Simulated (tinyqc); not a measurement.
Biaxially strained (001) channel, valley splitting in an inversion layer: one step of the calculation.

A thin layer grown on a relaxed buffer is stretched in the plane. The two valleys with their long axis along the growth direction (D2) sink against the four in-plane ones (D4); confinement in a triangular well splits them too. Only the lowest subband of each set is kept; one relaxation time, so the weakening of intervalley scattering is left out.

Problem. Share of the light valleys and conductivity mass. EF solves Ns = N2 ln(1 + exp((EF - E2)/Vt)) + N4 ln(1 + exp((EF - E4)/Vt)); f2 is the share in D2, and 1/mc = f2/mt + (1 - f2)(1/mt + 1/ml)/2.

Inputs (values chosen for the exercise); values close to those of silicon on relaxed silicon-germanium: temperature T = 300 K; longitudinal mass ml = 0.893 m0; transverse mass mt = 0.191 m0; inversion density Ns = 3.8e12 cm^-2.

Constants: q = 1.602176634e-19 C, kB = 1.380649e-23 J/K, Vt = kB T/q. Results are converted to the units shown.

EF = 0.16739191 eV
E2 = 0.15670215 eV
N2 = 4.1252921e12 cm^-2

Give: f2; mc.

Solution.

f2 = 1.000
mc = 0.1910 m0

Program tinyqc, `OMP_NUM_THREADS=1 python tinyqc.py 2530157 2530158 out.jsonl`; Intel Xeon 2.30GHz, shared host, one thread, about 0.02 s.
